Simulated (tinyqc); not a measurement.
Composition and strain of an epitaxial Si(1-x)Ge(x) layer from Raman and X-ray peaks: one step, computed by the program tinyqc.

A (001) layer, biaxially strained in the plane. The Raman peaks follow empirical lines omega = w0 + c1 x + c3 x^3 + b eps (c3 for Si-Ge alone), with eps the in-plane strain.

Question. Raman peaks. Insert x and eps in the three lines; the strain part is b eps.

Inputs (values chosen for the exercise, modelled on silicon-germanium): Ge fraction x = 0.45; Si-Si: w0 = 520.6 1/cm; Si-Si: c1 = -68.4 1/cm; Si-Si: strain coefficient b = -771 1/cm; Si-Ge: w0 = 399.9 1/cm; Si-Ge: c1 = 23.5 1/cm; Si-Ge: c3 = -31.2 1/cm; Si-Ge: strain coefficient b = -557 1/cm; Ge-Ge: w0 = 280 1/cm; Ge-Ge: c1 = 18.9 1/cm; Ge-Ge: strain coefficient b = -422 1/cm.

Substrate: germanium.

in-plane strain eps = 12.37624 per mille

Give: Si-Si peak; Si-Ge peak; Ge-Ge peak; strain parts.

Answer.

Si-Si peak = 480.28 1/cm

Si-Ge peak = 400.74 1/cm

Ge-Ge peak = 283.28 1/cm

strain parts (1/cm): Si-Si -9.5421, Si-Ge -6.8936, Ge-Ge -5.2228

Read as unstrained, the Si-Si peak would give x = 0.590 in place of 0.45.
